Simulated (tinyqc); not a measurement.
## Charge imbalance from the loss of breakdown voltage

Question. In a superjunction of pillar doping N and length Lp an imbalance dl lowers BV by q |dl| N Lp^2/(4 eps0 eps_r), as long as the field reaches through the pillar. Find |dl| and the net dose error |dl| N wp.

Values chosen for this exercise: relative permittivity of the semiconductor eps_r = 9.23; width of each pillar wp = 0.8 um.

Constants: q = 1.602176634e-19 C, eps0 = 8.8541878128e-14 F/cm where lengths are in cm. Results are converted to the units shown.

BV balanced and BV measured (V): 2000  1598.3253
N = 2.0224753e17 cm^-3
Lp = 9.7075896 um

Solution. The loss is linear in |dl|; its sign cannot be told from BV.

|dl| = 4.30 %
dose error = 6.96e11 cm^-2

Numbers from tinyqc (`OMP_NUM_THREADS=1 python tinyqc.py 2590129 2590130 out.jsonl`; about 0.01 s on one thread of a shared Intel Xeon 2.30GHz).
